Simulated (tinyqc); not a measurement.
# Gap voltage and exponent from three temperatures

Problem. At constant current VBE(T) = Vg0 - a T - eta (kB T/q) ln T, where a is a constant. Find Vg0, eta and dVBE/dT at the middle temperature.

Constants: q = 1.602176634e-19 C, kB = 1.380649e-23 J/K. Results are converted to the units shown.

T (K): [253, 360, 390]
VBE at a constant current (V): [0.7924480708, 0.6019398547, 0.5464436738]

Solution. The relation is linear in Vg0, a and eta, so three points give a linear system; the slope is (VBE - Vg0 - eta kB T/q)/T. eta rests on the curvature of VBE(T) alone, so real fits need accuracy of some tens of microvolts or better.

Vg0 = 1.142 V
eta = 3.900
dVBE/dT = -1.836 mV/K

Numbers from tinyqc (`OMP_NUM_THREADS=1 python tinyqc.py 2062074 2062075 out.jsonl`; about 0.02 s on one thread of a shared Intel Xeon 2.30GHz).
